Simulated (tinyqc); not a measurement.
Ballistic transport through the one-dimensional subbands of a rectangular nanowire or nanosheet channel: one step, computed by the program tinyqc. Command: `OMP_NUM_THREADS=1 python tinyqc.py 3028942 3028943 out.jsonl wire walk`. One thread of a shared host (Intel(R) Xeon(R) Processor @ 2.30GHz), about 0.01 s of CPU time with the checks.

Hard walls, parabolic subbands, transport along x. Energies are counted from the bulk conduction band edge at the top of the barrier, which the gate pulls down by U; the source Fermi level lies at the bulk edge when U = 0.

Problem. Subbands. E_pq = (hbar^2 pi^2/2)(p^2/(m_y b^2) + q^2/(m_z a^2)); m_x = m_y = m_z = m, degeneracy g = 1; the 10 lowest subbands are kept.

Inputs (values chosen for the exercise, modelled on In0.53Ga0.47As): mass m = 0.045 m_0; height a = 5.7 nm; width b = 8.6 nm.

Valleys: single isotropic valley.

Constants: hbar^2/(2 m_0) = 3.80998212 eV angstrom^2; k_B = 8.617333262e-05 eV/K.

Give: Subbands.

Solution.

Subbands:
```
valley axis  p  q  E (meV)  m_x (m_0)
-            1  1      370      0.045
-            2  1      709      0.045
-            1  2     1142      0.045
-            3  1     1274      0.045
-            2  2     1481      0.045
-            3  2     2046      0.045
-            4  1     2065      0.045
-            1  3     2428      0.045
-            2  3     2767      0.045
-            4  2     2837      0.045
```

Caution: confinement energies this large call for non-parabolicity and barrier penetration, which lower the subbands and raise the mass.
